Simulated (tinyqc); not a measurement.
Ballistic Schottky-barrier transistor with a two-dimensional channel, WKB contacts: two steps of the calculation.

Source Fermi level 0, drain Fermi level -Vd. Far from the contacts Ec = pn - psi, and the gate moves psi one to one; the band edges relax as exp(-x/lam) from pn at the source and pn - Vd at the drain; Ev = Ec - Eg. A carrier of energy w inside the channel band meets at a contact a barrier of height D (the contact edge beyond the channel edge): T = 1 for w >= D, else exp(-S), S = 4 lam sqrt(m/C) [sqrt(D - w) - sqrt(w) arctan sqrt((D - w)/w)], C = hbar^2/(2 m0). The two contacts combine as Ts Td/(Ts + Td - Ts Td).

Parameters, values chosen for the exercise; channel values close to those of a black phosphorus layer: temperature T = 350 K; band gap Eg = 0.714 eV; barrier for electrons at both contacts pn = 0.43 eV; hole mass mp = 0.15 m0; valleys or subbands g = 1; screening length at the contacts lam = 2.8 nm; drain bias Vd = 0.5 V; band shift psi of the channel by the gate ps = -0.16 V; energy of one carrier inside the channel band w0 = 0.2 eV; upper end of the grid wm = 0.87 eV; points of the grid nE = 17.

Constants: q = 1.602176634e-19 C, kB = 1.380649e-23 J/K, hbar = 1.054571817e-34 J s, h = 6.62607015e-34 J s, m0 = 9.1093837015e-31 kg, Vt = kB T/q, hbar^2/(2 m0) = 0.0380998212 eV nm^2. Results are converted to the units shown.

Task 1. Transmission of one of the holes. S and T at both contacts for w = w0, and the tunnelling distance lam ln(D/w) at the higher barrier.

D for holes (eV): source 0.16000000, drain 0.66000000

Find: S at the source; S at the drain; combined T; tunnelling distance.

Result 1.

S at the source = 0
S at the drain = 5.255
combined T = 0.005223
tunnelling distance = 3.343 nm

Task 2. Current of the holes on a coarse grid. I/W = g (2 q^2/h) int T(w) [N(Es + w) - N(Ed + w)] dw with w the energy of motion along the channel, N(y) = (1/2 pi) sqrt(pi m kB T/C) Fm(-y/kB T), Fm(x) = (1/sqrt(pi)) int_0^infinity u^(-1/2)/(1 + exp(u - x)) du. Electrons: Ds = psi, Dd = psi - Vd, Es = Ec, Ed = Ec + Vd. Holes: Ds = -psi, Dd = Vd - psi, Es = -Ev, Ed = -Ev - Vd. The size of each current is taken; both flow from drain to source and add. Simpson's rule on nE equally spaced w from 0 to wm.

Wanted: w; Ts; Td; T; size of the supply difference; current.

Result 2.

```
point   w (eV)         Ts         Td          T  size of the supply difference (1/um)
0      0.00000  1.3787e-4  1.4429e-8  1.4427e-8                                384.65
1      0.05437   0.099493  2.3394e-5  2.3389e-5                                356.57
2      0.10875    0.53681  3.1868e-4  3.1859e-4                                324.63
3      0.16312     1.0000  0.0019574  0.0019574                                288.70
4      0.21750     1.0000  0.0079057  0.0079057                                246.96
5      0.27187     1.0000   0.024276   0.024276                                195.42
6      0.32625     1.0000   0.060994   0.060994                                127.80
7      0.38062     1.0000    0.13083    0.13083                                53.275
8      0.43500     1.0000    0.24593    0.24593                                12.512
9      0.48938     1.0000    0.41168    0.41168                                2.2289
10     0.54375     1.0000    0.61892    0.61892                               0.37242
11     0.59813     1.0000    0.83561    0.83561                              0.061524
12     0.65250     1.0000    0.99270    0.99270                              0.010145
13     0.70688     1.0000     1.0000     1.0000                             0.0016723
14     0.76125     1.0000     1.0000     1.0000                             2.7564e-4
15     0.81563     1.0000     1.0000     1.0000                             4.5434e-5
16     0.87000     1.0000     1.0000     1.0000                             7.4888e-6
```

current = 111.46 uA/um

Range of the model: No scattering, image-force lowering, channel charge or band-to-band tunnelling; parabolic kappa overstates S deep in the gap.

Numbers from tinyqc (`OMP_NUM_THREADS=1 python tinyqc.py 2390124 2390125 out.jsonl`; about 0.5 s on one thread of a shared Intel Xeon 2.30GHz).
